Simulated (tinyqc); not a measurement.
## Interface states from two metals

Inverse problem. Schottky barriers follow phi = S (pM - chi) + (1 - S) E0, S = 1/(1 + q Ds dl/(eps0 ei)). Find S, E0 and Ds.

Values chosen for this exercise; material values close to those of silicon: electron affinity chi = 4.11 eV; thickness of the interface layer dl = 0.3 nm; its relative permittivity ei = 3.6.

Constants: q = 1.602176634e-19 C, eps0 = 8.8541878128e-14 F/cm where lengths are in cm. Results are converted to the units shown.

phi for pM = 4.18 and 5.2 eV (eV): 0.45243760  0.95232246

Solution. The slope is S, and either point then gives E0.

S = 0.4901
E0 = 0.8200 eV
Ds = 6.900e13 cm^-2 eV^-1

Numbers from tinyqc (`OMP_NUM_THREADS=1 python tinyqc.py 2430065 2430066 out.jsonl`; about 0.01 s on one thread of a shared Intel Xeon 2.30GHz).
